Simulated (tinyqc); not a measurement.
Two-step dopant diffusion (predeposition and drive-in) with a constant diffusivity. From surface concentration C(0) (Gaussian) back to drive-in time t2. Computed by tinyqc, a small Python program. Command: `OMP_NUM_THREADS=1 python tinyqc.py 3009517 3009518 out.jsonl dopdiff inv`. One thread of a shared host (Intel(R) Xeon(R) Processor @ 2.30GHz), about 0.08 s of CPU time with the checks.

Fick diffusion into a half space x > 0 whose background doping C_B is of the opposite type, so that a junction lies where C = C_B.

Inputs (values chosen for the exercise, modelled on gallium in silicon): prefactor D0 = 0.32 cm^2/s; activation energy E = 3.4 eV; surface concentration C_s = 2.5e+19 1/cm^3; background doping C_B = 7e+14 1/cm^3; predeposition temperature T1 = 1050 C; predeposition time t1 = 20 min; drive-in temperature T2 = 1200 C; ramp rate = 5 C/min; stand-by temperature = 750 C.

Furnace ramps of the drive-in: linear ramps.

Constants: k_B = 8.617333262e-05 eV/K.

Method:
- D = D0 exp(-E/(k_B T)).
- Temperatures in kelvin are T(C) + 273.15.
- Times in seconds are 60 times the minutes.
- One ramp between the stand-by temperature and T2 adds int D dT / rate (40-point Gauss-Legendre); the usual estimate counts it as an extra time k_B T2^2/(E rate) at T2. (Dt)2 = D2 t2 + two ramps, times in seconds.
- C = C_s erfc(x/(2 sqrt(D1 t1))); dose Q = 2 C_s sqrt(D1 t1/pi); the junction solves erfc(z) = C_B/C_s with x_j = 2 z sqrt(D1 t1).
- With a sealed surface and a thin source, C = Q/sqrt(pi (Dt)2) exp(-x^2/(4 (Dt)2)); x_j = 2 sqrt((Dt)2 ln(C(0)/C_B)); gradient at the junction |dC/dx| = C_B x_j/(2 (Dt)2).

Task: A run gave the result below. Find the drive-in time t2, known to lie between 300 and 840 min.

surface concentration C(0) (Gaussian) = 7.11329e+17 1/cm^3

Result:

Each step takes the trial c = (a f_b - b f_a)/(f_b - f_a), f being the result less the target and a, b, c the logarithms of the listed values; c replaces end b, the old b replaces a if the sign of f changed, and otherwise f_a is halved.

Scan of the range:
```
drive-in time t2 (min)  surface concentration C(0) (Gaussian) (1/cm^3)
300                                                        8.71143e+17
356                                                        8.03753e+17
423                                                        7.40560e+17
502                                                        6.82284e+17
596                                                        6.28120e+17
708                                                        5.77824e+17
840                                                        5.31662e+17
```

False position (Illinois rule, in the logarithm of the input) inside the bracket:
```
step    end a    end b    trial  surface concentration C(0) (Gaussian) (1/cm^3)
1     423.000  502.000  460.936                                     7.10785e+17
2     423.000  460.936  459.518                                     7.11834e+17
3     460.936  459.518  460.200                                     7.11329e+17
4     459.518  460.200  460.200                                     7.11329e+17
```

Surface concentration C(0) (Gaussian) falls at every point of a 13-point scan of the range (every second point is shown), so one value fits; it is bracketed by 423 and 502. Answer: drive-in time t2 = 460.2 min.

Caution: C_s exceeds the intrinsic carrier density of silicon at the predeposition temperature (2e18 to 1e19 per cm^3), where real diffusivities rise with concentration and profiles turn box-like.
